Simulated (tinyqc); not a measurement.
What the shift does to the intrinsic density: temperature and isotope dependence of a band gap in oscillator models.

E(T) = E0 - sum_i sl_i th_i n_i(T), n = 1/(exp(th/T) - 1). The same coupling lowers the gap at 0 K by the zero-point term ZP = sum_i sl_i th_i/2, so the gap of the static lattice is E0 + ZP. Thermal expansion is taken as part of the slopes.

Constants: kB = 8.617333262e-05 eV/K; hbar^2/2m0 = 3.80998211 eV angstrom^2.

Parameters, chosen for this exercise (near those of GaAs; shifted at random, so the results belong to these values and not to a real crystal):

| symbol | value | unit | meaning |
|---|---|---|---|
| E0 | 1.513 | eV | gap at 0 K |
| th | (81, 322) | K | temperatures of two oscillators |
| sl | (0.1196, 0.3404) | meV/K | their high-temperature slopes |
| mm | 0.2 | m0 | geometric mean of the density-of-states masses |

ni = 2 (mm kT/(4 pi c))^(3/2) exp(-E/2kT), c = hbar^2/2m0, with E(T) and with E0; 1 angstrom^-3 = 1e24 cm^-3. Apparent gap from an Arrhenius plot of ni/T^(3/2): E(T) - T dE/dT, dE/dT = -sum sl_i (th_i/T)^2 n_i (1 + n_i).

Results:

| T (K) | E(T) (eV) | ni (cm^-3) | ni with E(T) / ni with E0 | apparent gap (eV) |
|---|---|---|---|---|
| 200 | 1.4662 | 0.411 | 3.886 | 1.5449 |
| 250 | 1.4459 | 4.55e+03 | 4.742 | 1.5498 |
| 350 | 1.4032 | 2.23e+08 | 6.176 | 1.5559 |
| 400 | 1.3812 | 6.88e+09 | 6.765 | 1.5579 |
| 500 | 1.3367 | 8.86e+11 | 7.738 | 1.5608 |
| 700 | 1.2464 | 2.61e+14 | 9.117 | 1.5641 |

Give the missing row, T (K) = 300.

Computed row:
```
T (K)  E(T) (eV)  ni (cm^-3)  ni with E(T) / ni with E0  apparent gap (eV)
300       1.4248    2.42e+06                      5.505             1.5533
```

Using E0 in place of E(T) understates ni by a factor that rises from 3.89 to 9.12, towards exp(sum sl/2kB) = 14.4. The slope of an Arrhenius plot returns neither E(T) nor E0 but the intercept of the tangent, 1.5533 eV at 300 K, which lies 40 meV above E0 and tends to the static gap 1.5726 eV.

Computed by tinyqc, a small Python program: `OMP_NUM_THREADS=1 python tinyqc.py 1850871 1850872 out.jsonl` (the numbers bound the seed that draws the inputs); one thread of a shared host (Intel(R) Xeon(R) Processor @ 2.30GHz), about 0.01 s for the whole set of steps.
